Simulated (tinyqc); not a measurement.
What each parameter does: shallow donor in an anisotropic valley (effective-mass theory).

One valley: H = -c [(d2/dx2 + d2/dy2)/mt + (d2/dz2)/ml] - q/(eps r), c = hbar^2/2m0, q = e^2/(4 pi eps0). Trial function exp(-sqrt((x^2 + y^2)/a^2 + z^2/b^2)) with a > b: T = (c/3)(2/(mt a^2) + 1/(ml b^2)), V = -(q/eps) atan(u/b)/u, u = sqrt(a^2 - b^2). The central cell of the impurity is left out.

Constants: hbar^2/2m0 = 3.80998211 eV angstrom^2; e^2/(4 pi eps0) = 14.39964547 eV angstrom.

Values chosen for the exercise (out of a larger set: near those of a group-V donor in Si; not measured data):
```
symbol  value  unit  meaning
ml      0.89   m0    longitudinal mass
mt      0.193  m0    transverse mass
eps     11.3         dielectric constant
```

The minimum of the trial energy.

Results for these values:
```
case  E (meV)  a (angstrom)  b (angstrom)    b/a
base   -31.86         23.34         13.61  0.583
```

What happens to each result for mt = 0.212 m0, all else kept?

Answer: E falls from -31.86 to -34.21; a falls from 23.34 to 21.57; b falls from 13.61 to 13.00; b/a rises from 0.583 to 0.603.

The same for each parameter in turn:
```
case           E (meV)  a (angstrom)  b (angstrom)    b/a
base            -31.86         23.34         13.61  0.583
ml = 1.113 m0   -33.59         22.55         12.16  0.539
mt = 0.212 m0   -34.21         21.57         13.00  0.603
eps = 10.2      -39.11         21.07         12.29  0.583
```

eps only rescales the solution (E as 1/eps^2, lengths as eps), so b/a depends on ml/mt alone.

Program tinyqc; command `OMP_NUM_THREADS=1 python tinyqc.py 1282451 1282452 out.jsonl`; about 0.01 s on one thread of a shared Intel(R) Xeon(R) Processor @ 2.30GHz.
